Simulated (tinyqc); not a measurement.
Inside a calculation. Method: coherent transport through a tight-binding region between two chains. One step of it, computed by the program tinyqc.

Problem. Transmission at E = -0.83 eV. Surface Green function g = (E - i sqrt(4 t^2 - E^2)) / (2 t^2); self-energy tc^2 g on each contact site; G = (E - H - Sigma)^(-1); Gamma = -2 Im Sigma; T = Gamma_L Gamma_R |G_LR|^2; local density of states -Im G_ii / pi.

H of the central region (eV), lower triangle:
```
           1          2          3         4
1   0.000000
2  -1.640000   1.160000
3   0.000000  -1.640000   1.160000
4   0.000000   0.000000  -1.440000  0.000000
```

Leads: semi-infinite chains with site energy 0:

| parameter | value |
|---|---|
| lead hopping t (eV) | 1.250000 |
| coupling to the left lead (eV) | 0.900000 |
| coupling to the right lead (eV) | 0.800000 |
| left contact site | 1 |
| right contact site | 4 |

E = -0.830000 eV

Give: g; G; local density of states; transmission.

Solution.

g = -0.2656-0.7546i 1/eV

G (1/eV), lower triangle:
```
                1               2                3               4
1  0.0798-0.7863i
2  0.3466-0.3245i  0.0090-0.2509i
3  0.3408+0.3925i  0.2740+0.0201i  -0.0083-0.3680i
4  0.0761+0.9120i  0.3685+0.3135i   0.3709-0.5315i  0.0930-1.0916i
```

local density of states (1/eV): 0.2503  0.0799  0.1171  0.3475

transmission = 0.9890
